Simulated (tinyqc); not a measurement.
# Worked calculation: energy and delay of logic against supply voltage

tinyqc, about 0.01 s, one thread, Intel Xeon 2.30GHz (shared host): `OMP_NUM_THREADS=1 python tinyqc.py 2082026 2082027 out.jsonl` Printed values are rounded.

One expression serves below and above threshold: I(Vg) = Ik [ln(1 + exp((Vg - VT + dd V)/(al nf Vt)))]^al, with I_on = I(V) and I_off = I(0). Gate delay td = kd C V/I_on, clock period LD td. Per gate and cycle the switching energy is act C V^2 and the leakage energy I_off V LD td. No short-circuit current, no variation. Minima are sought above 0.09 V; below a few Vt gates no longer switch and the model has no meaning.

Values chosen for this exercise; values of the order met in logic technologies: temperature T = 300 K; threshold voltage at zero drain bias VT = 0.22 V; slope factor nf = 1.12; barrier lowering per volt of supply dd = 0.05; specific current of a gate Ik = 0.99 uA; exponent of the current law al = 1.81; load capacitance of a gate C = 0.7 fF; delay factor kd = 1.1; logic depth LD = 20; activity factor act = 0.02; supply voltage V = 0.87 V.

Constants: q = 1.602176634e-19 C, kB = 1.380649e-23 J/K, Vt = kB T/q. Results are converted to the units shown.

## Currents, delay and energies

I_on, I_off, td, clock frequency 1/(LD td), both energies and their sum.

I_on = 106.129 uA
I_off = 2.16221 nA
td = 6.31216 ps
clock frequency = 7.92122 GHz
switching energy = 10.5966 aJ
leakage energy = 0.237478 aJ
energy = 10.8341 aJ

I_on/I_off = 49100; leakage makes up 2.19 % of the energy.

## Starting value

V = 0.22 V.

V at the start = 0.22 V

## Iteration 1: new V

Minimum-energy supply: E(V) is the energy per gate and cycle; with h = 0.001 V, E' = (E(V + h) - E(V - h))/(2 h), E'' = (E(V - h) - 2 E(V) + E(V + h))/h^2, V(new) = V - E'/E''.

E' = -5.11347 aJ/V
E'' = 249.680 aJ/V^2
V after iteration 1 = 0.240480 V

## Iteration 2: new V

As before.

E' = -0.819286 aJ/V
E'' = 174.381 aJ/V^2
V after iteration 2 = 0.245178 V

## Iteration 3: new V

As before.

E' = -0.0322293 aJ/V
E'' = 160.862 aJ/V^2
V after iteration 3 = 0.245379 V

## Course of the iteration

Stop when the step is below 1e-9 V, or after 40 iterations.

Course of the iteration:
```
iteration  V before the step (V)   step (V)
1                           0.22     0.0205
2                       0.240480    4.70e-3
3                       0.245178    2.00e-4
4                       0.245379    3.37e-7
5                       0.245379  -8.65e-12
```

Converged in 5 iterations. There leakage makes up 40.5 % of the energy and the clock runs at 319 MHz.
